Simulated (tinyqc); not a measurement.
# Worked calculation: hexagonal on-chip spiral inductor, lumped pi model

Numbers from tinyqc (`OMP_NUM_THREADS=1 python tinyqc.py 2302042 2302043 out.jsonl`; about 0.01 s on one thread of a shared Intel Xeon 2.30GHz). Printed values are rounded.

Outer diameter do = di + 2 n wd + 2 (n - 1) sp, mean da = (do + di)/2, fill p = (do - di)/(do + di), length l = 3.464 n da. L = 2.33 mu0 n^2 da/(1 + 3.82 p), mu0 = 4 pi 1e-7 H/m. Rs = rho l/(wd delta (1 - exp(-th/delta))), delta = sqrt(rho/(pi f mu0)). Cs = n wd^2 eps0 eo/hu across the coil. At each end Cox = l wd eps0 eo/(2 ho) leads to the substrate branch Rsi = 2 rs he/(l wd) in parallel with Csi = l wd eps0 11.7/(2 he). With one end grounded Y = 1/(Rs + i w L) + i w Cs + 1/[1/(i w Cox) + 1/(1/Rsi + i w Csi)], w = 2 pi f; Q = -Im Y/Re Y. Eddy currents in neighbouring turns and in the substrate are left out.

Parameters, values chosen for the exercise; values of the order met in silicon radio-frequency processes: number of turns n = 2.5; line width wd = 8 um; space between turns sp = 2 um; inner diameter di = 140 um; metal thickness th = 0.9 um; metal resistivity rho = 1.9 uohm cm; oxide below the coil ho = 8.7 um; oxide between coil and underpass hu = 1.1 um; relative permittivity of the oxide eo = 3.9; substrate resistivity rs = 100 ohm cm; effective spreading depth in the substrate he = 50 um; frequency f = 2 GHz.

Constants: eps0 = 8.8541878128e-12 F/m. Results are converted to the units shown.

## Geometry and model elements

do, l, L, delta, Rs, Cs, Cox, Rsi and Csi as defined.

do = 186 um
l = 1411.58 um
L = 1.93816 nH
delta = 1.55125 um
Rs = 4.90949 ohm
Cs = 5.02274 fF
Cox = 22.4109 fF
Rsi = 8855.33 ohm
Csi = 11.6985 fF

Rs is 1.32 times the direct-current value in this empirical form, which overstates the skin effect of a flat slab when delta is near th and so stands in for some current crowding.

## Admittance, quality factor and apparent inductance

Series branch 1/(Rs + i w L), substrate branch, total Y, Q = -Im Y/Re Y, apparent inductance Im(1/Y)/w, metal-only value w L/Rs, share of the loss in the substrate Re(substrate branch)/Re Y.

series branch = 7.9532-39.4551i mS
substrate branch = 0.045585+0.108598i mS
Y = 7.9988-39.2834i mS
Q = 4.91119
apparent inductance = 1.94509 nH
w L/Rs = 4.96093
share of the loss in the substrate = 0.569901 %

Q is 99.0 % of the metal-only value.
